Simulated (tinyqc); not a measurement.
# On-chip interconnect, size-dependent resistivity and RC delay, step by step

tinyqc, about 0.01 s, one thread, Intel Xeon 2.30GHz (shared host): `OMP_NUM_THREADS=1 python tinyqc.py 2100120 2100121 out.jsonl` Printed values are rounded.

A rectangular line between two neighbours and two ground planes. Surface and grain-boundary scattering are added to the bulk resistivity as corrections; capacitances are parallel-plate values without fringing; inductance is ignored.

Values chosen for this exercise; metal values close to those of copper:

| symbol | value | unit | meaning |
|---|---|---|---|
| rho0 | 1.69 | uohm cm | bulk resistivity |
| lam | 39.3 | nm | bulk mean free path |
| ps | 0.2 |  | specular share of surface scattering |
| Rg | 0.47 |  | reflection coefficient of grain boundaries |
| gr | 0.7 |  | grain size over the metal width |
| wd | 10 | nm | drawn line width |
| AR | 1.7 |  | aspect ratio, height over width |
| tl | 1.3 | nm | liner on both walls and the bottom, not conducting |
| sp | 15 | nm | space to the neighbouring lines |
| hd | 18 | nm | dielectric height to the planes above and below |
| ek | 3.9 |  | relative permittivity of the dielectric |
| Mf | 0 |  | Miller factor of the neighbours |
| Lw | 6.1 | um | line length |
| Rd | 1300 | ohm | driver resistance |
| Cl | 1.6 | fF | load capacitance |
| dt | 5.3 | ps | time step |

Constants: eps0 = 8.8541878128e-12 F/m. Results are converted to the units shown.

Range of the model: The metal width is under the mean free path, where the thick-limit surface term and the simple sum of corrections lose accuracy.

## Resistivity, resistance and capacitance per length

Metal width x = wd - 2 tl, height y = AR wd - tl; grain boundaries (Mayadas-Shatzkes): al = (lam/(gr x)) Rg/(1 - Rg), g = 1/[1 - 3 al/2 + 3 al^2 - 3 al^3 ln(1 + 1/al)] - 1; surfaces (Fuchs-Sondheimer, thick limit): s = (3/8) lam (1 - ps)(1/x + 1/y); rho = rho0 (1 + g + s); r = rho/(x y); c = eps0 ek (2 wd/hd + 2 Mf AR wd/sp).

x = 7.4 nm
y = 15.7 nm
al = 6.72798
g = 9.03247
s = 2.34420
rho = 20.9166 uohm cm
r = 1800.36 ohm/um
c = 0.0383681 fF/um

rho is 12.4 times the bulk value; grain boundaries add more (9.03 against 2.34). The liner takes 31.7 % of the cross-section.

## Ladder and Elmore delays

7 equal pi sections: series Rs = r Lw/7; node capacitances c Lw/7, halved at nodes 0 and 7, with Cl added to node 7; Rd feeds node 0. Elmore delay of node k: the sum, over the resistors on the path to k, of resistance times all capacitance downstream of it.

Rs = 1568.88 ohm

```
node     C (fF)  Elmore delay (ps)
0     0.0167175            2.38426
1     0.0334351            5.23544
2     0.0334351            8.03416
3     0.0334351            10.7804
4     0.0334351            13.4742
5     0.0334351            16.1156
6     0.0334351            18.7045
7       1.61672            21.2409
```

The far-end value equals Rd (c Lw + Cl) + r Lw (c Lw/2 + Cl) for any number of pi sections; the line resistance contributes 88.8 % of it.

## Step 1: node voltages after a time step

v at t = 0, node 0 to 7 (V): [0, 0, 0, 0, 0, 0, 0, 0]

A 1 V step is applied behind Rd at t = 0. C dv/dt = -G v + b, with G the conductance matrix of the ladder (1/Rs between neighbours, 1/Rd added at node 0) and b = (1 V/Rd, 0, ...). Trapezoidal step: (C/dt + G/2) v(new) = (C/dt - G/2) v + b.

v at t = 1 dt, node 0 to 7 (V): [1.74847, 1.46223, 1.20492, 0.97147, 0.75725, 0.55802, 0.36983, 0.18896]

Node 0 overshoots the 1 V source: the trapezoidal rule rings on modes much faster than dt.

## Step 2: node voltages after a time step

As before.

v at t = 2 dt, node 0 to 7 (V): [0.144510, 0.285729, 0.374716, 0.423418, 0.442042, 0.439437, 0.423439, 0.401181]

## Course in time

A 1 V step is applied behind Rd at t = 0. C dv/dt = -G v + b, with G the conductance matrix of the ladder (1/Rs between neighbours, 1/Rd added at node 0) and b = (1 V/Rd, 0, ...). Trapezoidal step: (C/dt + G/2) v(new) = (C/dt - G/2) v + b. The last column solves the same ladder exactly by its modes.

Voltages (V):
```
t (ps)  node 0  node 3  node 7  node 7, exact
5.300    1.748   0.971  0.1890         0.2065
10.60    0.145   0.423  0.4012         0.3854
15.90    1.699   0.960  0.5156         0.5240
21.20    0.242   0.680  0.6411         0.6313
26.50    1.659   0.950  0.7109         0.7145
31.80    0.311   0.834  0.7846         0.7789
37.10    1.626   0.944  0.8278         0.8287
42.40    0.360   0.927  0.8705         0.8674
47.70    1.597   0.941  0.8976         0.8973
53.00    0.398   0.982  0.9219         0.9204
58.30    1.572   0.939  0.9393         0.9384
63.60    0.429   1.014  0.9528         0.9523
```

The far end of the ladder reaches 0.5 V at 14.88 ps, 0.701 of its Elmore delay (ln 2 = 0.693 for a single pole); the slowest mode has a time constant of 20.74 ps. The largest error of the trapezoidal steps at that node is 18 mV. Node 0 swings up and down from step to step: the trapezoidal rule does not damp modes much faster than dt, so these swings are numerical.
